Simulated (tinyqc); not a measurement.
Isotype n-N heterojunction, non-linear Poisson equation by Newton steps, Boltzmann statistics: two steps of the calculation.

One dimension, material 1 (n-type) at x < 0 and material 2 (n-type) at x > 0. Band edges: Ec = -psi in material 1 and -psi + dEc in material 2, Ev = Ec - Eg. Equilibrium, Fermi level at 0. n = Nc F((EFn - Ec)/Vt), p = Nv F((Ev - EFp)/Vt), with F(eta) = exp(eta) (Boltzmann statistics); full ionisation, no interface charge, classical densities; the doping types are chosen for the exercise.

Parameters, values chosen for the exercise; band and dielectric values those of a made-up pair: temperature T = 300 K; band gap of material 1 Eg1 = 1.21 eV; conduction-band density of states of material 1 Nc1 = 2.67e19 cm^-3; band gap of material 2 Eg2 = 2.05 eV; conduction-band density of states of material 2 Nc2 = 1.09e20 cm^-3; conduction-band offset Ec2 - Ec1 dEc = 0.3 eV; donor density of material 1 N1 = 2.1e17 cm^-3; donor density of material 2 N2 = 3e17 cm^-3; bias of side 1 against side 2 V = 0 V.

Constants: q = 1.602176634e-19 C, kB = 1.380649e-23 J/K, Vt = kB T/q. Results are converted to the units shown.

Problem 1. Offsets and end potentials. dEv = Ev1 - Ev2 = Eg2 - Eg1 - dEc. Neutrality of the majority carriers far from the junction: Nc1 F(psi_L/Vt) = N1 and Nc2 F((V + psi_R - dEc)/Vt) = N2. Total bending psi_R - psi_L.

Give: dEv; psi_L; psi_R; psi_R - psi_L.

Solution 1.

dEv = 0.54000 eV
psi_L = -0.12526 V
psi_R = 0.14759 V
psi_R - psi_L = 0.27286 V

The alignment is straddling (type I): dEc and dEv have the same sign.

Problem 2. Newton step. Solve the tridiagonal system a_(i-1) d_(i-1) + b_i d_i + a_i d_(i+1) = -F_i for nodes 1 to 8, with d = 0 on fixed nodes. Half of the step is added while the largest |d| exceeds 1.5 Vt, the full step after that.

coupling a_i, interval 0 to 8 (F/cm^2): [2.3220542e-7, 3.9806643e-7, 6.8158136e-7, 1.1768920e-6, 2.0062771e-6, 1.1515876e-6, 6.6094641e-7, 3.7997729e-7, 2.1928596e-7]

```
node  diagonal b (F/cm^2)  residual F (C/cm^2)
1           -4.9220768e-6       -6.5929745e-13
2           -4.2421324e-6       -9.3148286e-10
3           -7.5236053e-6        -6.4951172e-8
4           -3.0489822e-5        -6.3813254e-7
5           -3.1665339e-6       -3.3826537e-11
6           -2.0343300e-6       -7.0748150e-11
7           -3.5509871e-6       -5.2144735e-12
8           -6.7477909e-6       -2.7066871e-12
```

psi after iteration 1, node 0 to 9 (V): [-0.12526099, -0.12472514, -0.11869632, -0.08964216, -0.03493840, 0.02025354, 0.08975643, 0.13815492, 0.14706795, 0.14759417]

Wanted: Newton step d, before damping; psi after iteration 2.

Solution 2.

Newton step d, before damping, node 1 to 8 (V): [-0.00018, -0.00222, -0.01237, -0.02262, -0.01838, -0.01112, -0.00208, -0.00012]
psi after iteration 2, node 0 to 9 (V): [-0.1253, -0.1249, -0.1209, -0.1020, -0.0576, 0.0019, 0.0786, 0.1361, 0.1470, 0.1476]

Computed by the program tinyqc: `OMP_NUM_THREADS=1 python tinyqc.py 2040047 2040048 out.jsonl`, one thread of a shared Intel Xeon 2.30GHz, about 0.01 s for the whole run.
